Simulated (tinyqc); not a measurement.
## Permittivity of the insulator from five potentials

Question. A node lies on a semiconductor-insulator interface. Steps: hs = tb/3 down into the semiconductor, ho = tox/2 up into the insulator, hy = L/7 sideways. The flux balance of its box reads eox (hy/ho)(above - node) + eps_r (hy/hs)(below - node) + [(eps_r hs + eox ho)/(2 hy)](left + right - 2 node) - q Na (hs/2) hy/eps0 = 0. Find eox.

Parameters, values chosen for the exercise; semiconductor permittivity close to that of silicon: relative permittivity of the semiconductor eps_r = 11.8; body thickness tb = 6 nm; insulator thickness tox = 5.2 nm; channel length L = 36 nm; acceptor density of the depleted body Na = 0 cm^-3.

Constants: q = 1.602176634e-19 C, eps0 = 8.8541878128e-14 F/cm where lengths are in cm. Results are converted to the units shown.

psi (V): node -0.086530841, above -0.11437654, below -0.056087151, left -0.055726030, right -0.064718707

Answer. The balance is linear in eox.

eox = 25.0

Numbers from tinyqc (`OMP_NUM_THREADS=1 python tinyqc.py 2480028 2480029 out.jsonl`; about 0.09 s on one thread of a shared Intel Xeon 2.30GHz).
